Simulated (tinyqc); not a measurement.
Ballistic conductance of a ribbon with a Dirac band by counting modes: two steps of the calculation.

Subband edges E_n = hbar v pi |n + al|/W for all integers n (the walls mix the two valleys, so no further valley factor enters); only conduction subbands count, the valence ones being far below Ef. Every mode transmits fully; spin gives the factor 2 in 2 q^2/h.

Parameters, values chosen for the exercise:
```
symbol  value  unit                                meaning
T          77     K                            temperature
v       8.6e5   m/s                         Dirac velocity
al          0        offset of the transverse quantisation
Ef      0.191    eV     Fermi energy above the Dirac point
W          53    nm                                  width
Et      0.239    eV            highest subband edge listed
```

Constants: q = 1.602176634e-19 C, kB = 1.380649e-23 J/K, hbar = 1.054571817e-34 J s, h = 6.62607015e-34 J s, Vt = kB T/q. Results are converted to the units shown.

Task 1. Subband edges and their occupation. List the edges below Et; each adds its degeneracy times f = 1/(1 + exp((E_n - Ef)/Vt)) to the thermal mode count.

Give: edge; degeneracy; f.

Result 1.

```
mode  edge (eV)  degeneracy      f
0        0.0000           1  1.000
-1       0.0336           1  1.000
1        0.0336           1  1.000
-2       0.0671           1  1.000
2        0.0671           1  1.000
-3       0.1007           1  1.000
3        0.1007           1  1.000
-4       0.1342           1  1.000
4        0.1342           1  1.000
-5       0.1678           1  0.971
5        0.1678           1  0.971
-6       0.2013           1  0.174
6        0.2013           1  0.174
-7       0.2349           1  0.001
7        0.2349           1  0.001
```

Task 2. Conductance and ballistic resistance. G = (2 q^2/h) M; at zero temperature M counts the edges below Ef, at T it is the sum of degeneracy times f. The smooth (Sharvin) count is 2 Ef W/(pi hbar v). The sum runs over the edges listed.

```
mode   edge (eV)  degeneracy          f
0     0.00000000           1  1.0000000
-1    0.03355353           1  1.0000000
1     0.03355353           1  1.0000000
-2    0.06710706           1  1.0000000
2     0.06710706           1  1.0000000
-3    0.10066059           1  0.9999988
3     0.10066059           1  0.9999988
-4    0.13421412           1  0.9998081
4     0.13421412           1  0.9998081
-5    0.16776765           1  0.9707248
5     0.16776765           1  0.9707248
-6    0.20132118           1  0.1742955
6     0.20132118           1  0.1742955
-7    0.23487471           1  0.0013420
7     0.23487471           1  0.0013420
```

Find: M at zero temperature; M at T; G; resistance 1/G; smooth count.

Result 2.

M at zero temperature = 11
M at T = 11.292
G = 874.94 uS
resistance 1/G = 1.1429 kohm
smooth count = 11.385

The smooth count is 0.82 % above M at T.

Program tinyqc, `OMP_NUM_THREADS=1 python tinyqc.py 2740006 2740007 out.jsonl`; Intel Xeon 2.30GHz, shared host, one thread, about 0.05 s.
